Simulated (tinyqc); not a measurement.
# Worked calculation: drifting, spreading and decaying minority pulse (Haynes-Shockley), Crank-Nicolson time steps

Numbers from tinyqc (`OMP_NUM_THREADS=1 python tinyqc.py 2310045 2310046 out.jsonl`; about 0.01 s on one thread of a shared Intel Xeon 2.30GHz). Printed values are rounded.

Low injection in a uniform field: dn/dt = D d2n/dx2 - v dn/dx - n/tau with D = mu Vt and v = mu F towards +x. Exact solution on an infinite bar for a Gaussian start at x0: n = N0 exp(-t/tau) exp(-(x - x0 - v t)^2/(2 s^2))/sqrt(2 pi s^2), s^2 = s0^2 + 2 D t.

Parameters, values chosen for the exercise; mobility close to that of germanium at room temperature:

| symbol | value | unit | meaning |
|---|---|---|---|
| T | 350 | K | temperature |
| mu | 1910 | cm^2/(V s) | minority-carrier mobility |
| F | 41 | V/cm | sweep field along the drift |
| hx | 8.3 | um | mesh step |
| tau | 2e-7 | s | lifetime |
| N0 | 5e11 | cm^-2 | injected sheet density |
| dt | 6.5e-9 | s | time step |
| s0 | 8.1 | um | initial width (standard deviation) |

Constants: q = 1.602176634e-19 C, kB = 1.380649e-23 J/K, Vt = kB T/q. Results are converted to the units shown.

## Coefficients of the scheme

Exponentially fitted fluxes: d = F hx/Vt, B(d) = d/(exp(d) - 1), k = D dt/hx^2; (L n)_i = a n_(i-1) + b n_i + c n_(i+1) with a = k B(-d), c = k B(d), b = -a - c - dt/tau. Explicit steps keep n positive for dt up to 1/[(D/hx^2)(B(d) + B(-d)) + 1/tau].

D = 57.60687 cm^2/s
v = 78310 cm/s
d = 1.128291
a = 0.9066503
b = -1.232530
c = 0.2933792
positivity limit of dt = 5.273707e-9 s

dt is 1.2 times the explicit limit. On this mesh the fitted flux acts like a diffusion coefficient (d/2) coth(d/2) D = 1.10 D for a travelling pulse, before the error of the time steps.

## Initial pulse

Nodes x_i = i hx, i = 1 to 12, n = 0 at nodes 0 and 13; the Gaussian at t = 0 with x0 = 4 hx.

n at t = 0, node 1 to 12 (in units of 1e14 cm^-3): 0.021846  0.301567  1.456774  2.462607  1.456774  0.301567  0.021846  0.000554  0.000005  0.000000  0.000000  0.000000

## Step 1: densities after a time step

(L n)_i = a n_(i-1) + b n_i + c n_(i+1), n = 0 beyond the ends. Crank-Nicolson step: solve n(new) - L n(new)/2 = n + L n/2.

n at t = 1 dt, node 1 to 12 (in units of 1e14 cm^-3): 0.060374  0.306503  0.877380  1.514569  1.575652  0.957561  0.368613  0.112605  0.032592  0.009388  0.002702  0.000758

## Step 2: densities after a time step

As before.

n at t = 2 dt, node 1 to 12 (in units of 1e14 cm^-3): 0.064034  0.241106  0.592922  1.030889  1.277107  1.125685  0.713449  0.346080  0.142066  0.053170  0.018820  0.006216

## Step 3: densities after a time step

As before.

n at t = 3 dt, node 1 to 12 (in units of 1e14 cm^-3): 0.053617  0.182152  0.419762  0.735073  0.995777  1.047705  0.861637  0.564723  0.307273  0.146092  0.063141  0.024464

## Course in time

The same steps, now on nodes 1 to 60 (n = 0 at nodes 0 and 61), for 24 steps; centre = sum x n/sum n. Deviations are from the exact pulse, as a share of its largest value on the nodes; a run counts as stable if they stay under 100 %.

Course of the iteration:
```
step  hx sum n (cm^-2)  centre (um)  most negative n (cm^-3), 0 if none  largest deviation (% of the peak)
1          4.829799e11     38.36758                                   0                               3.76
2          4.660436e11     43.59005                                   0                               4.49
3          4.497298e11     48.82627                                   0                               4.32
4          4.342069e11     54.05280                                   0                               4.81
5          4.194476e11     59.26221                                   0                               4.76
6          4.053790e11     64.45357                                   0                               4.68
7          3.919278e11     69.62838                                   0                               4.87
8          3.790319e11     74.78882                                   0                               4.77
9          3.666411e11     79.93714                                   0                               4.89
...                ...          ...                                 ...                                ...
16         2.914171e11     115.7737                                   0                               4.95
17         2.820691e11     120.8772                                   0                               5.08
18         2.730266e11     125.9785                                   0                               5.04
19         2.642784e11     131.0782                                   0                               5.10
20         2.558138e11     136.1764                                   0                               5.13
21         2.476229e11     141.2734                                   0                               5.09
22         2.396962e11     146.3695                                   0                               5.20
23         2.320247e11     151.4648                                   0                               5.17
24         2.245999e11     156.5595                                   0                               5.22
```

The run is stable. After 24 steps the deviation is 5.2 % of the peak. From step 1 to the last the centre has moved at 1.01 v and the content is 2.0 % below N0 exp(-t/tau). On an endless mesh these steps would give a speed of 1.00 v and a content of 1.00 times the exact one, from dt/tau = 0.0325 alone; the rest comes from the absorbing ends.
